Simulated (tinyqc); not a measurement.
## Electron mobility in a silicon inversion layer, empirical terms and Matthiessen rule: effect of the temperature

Inversion layer of sheet density Ns on a uniformly doped body, under a high-permittivity gate with an interlayer. The mobility terms are empirical power laws with prefactors chosen for the exercise; adding their inverses (Matthiessen) is itself an approximation.

Nc and Nv are given at 350 K and scale as (T/350 K)^1.5; Eg is fixed. ni = sqrt(Nc Nv) exp(-Eg/(2 Vt)), Eg in volts; Ndep = sqrt(2 eps0 eps_r Nb (2 Vt ln(Nb/ni) + Vsb)/q); E = q (Ndep + eta Ns)/(eps0 eps_r), in MV/cm. With t = T/(300 K): muC = Ac (Ns/1e12 cm^-2) t/(Nb/1e17 cm^-3 + Nit/1e11 cm^-2), muP = Ap E^(-1/3) t^(-1.75), muS = As E^(-gs), muR = Ar exp(2 ti/lr)/t; 1/mu is the sum of the inverses.

Parameters, values chosen for the exercise; material values close to those of silicon: band gap Eg = 1.14 eV; relative permittivity of the semiconductor eps_r = 11.8; conduction-band density of states at the reference temperature Nc = 3.5e19 cm^-3; valence-band density of states at the reference temperature Nv = 3.33e19 cm^-3; body doping Nb = 6.6e17 cm^-3; reverse body bias Vsb = 0 V; weight of the inversion charge in the effective field eta = 0.5; phonon-limited mobility at 1 MV/cm and 300 K Ap = 429 cm^2/(V s); roughness-limited mobility at 1 MV/cm As = 975 cm^2/(V s); exponent of the roughness term gs = 2; Coulomb prefactor Ac = 3100 cm^2/(V s); charge at the interface Nit = 2.2e10 cm^-2; remote-phonon mobility without interlayer Ar = 340 cm^2/(V s); interlayer thickness ti = 1.4 nm; decay length of remote phonons lr = 0.8 nm; inversion density Ns = 8.3e12 cm^-2.

Constants: q = 1.602176634e-19 C, kB = 1.380649e-23 J/K, Vt = kB T/q, eps0 = 8.8541878128e-14 F/cm where lengths are in cm. Results are converted to the units shown.

Effect of the temperature:
```
T (K)	E (MV/cm)	muC (cm^2/(V s))	muP (cm^2/(V s))	muS (cm^2/(V s))	muR (cm^2/(V s))	mu (cm^2/(V s))
120	1.106	1509	2062	796.4	2.815e4	410.0
160	1.100	2012	1248	805.2	2.111e4	386.5
200	1.094	2515	846.6	815.2	1.689e4	349.1
250	1.084	3144	574.5	829.1	1.351e4	299.5
300	1.074	3773	418.9	844.6	1.126e4	254.8
350	1.064	4402	320.9	861.7	9651	217.0
400	1.052	5030	254.9	880.6	8444	186.0
450	1.040	5659	208.3	901.4	7506	160.8
```

As T goes from 120 to 450 K, E falls from 1.11 to 1.04 MV/cm and mu falls from 410 to 161 cm^2/(V s). The smallest term is the roughness one in the first row and the phonon one in the last. For T = 120 to 160 K dopant freeze-out and degenerate screening, left out here, matter.

Numbers from tinyqc (`OMP_NUM_THREADS=1 python tinyqc.py 2510015 2510016 out.jsonl`; about 0.01 s on one thread of a shared Intel Xeon 2.30GHz).
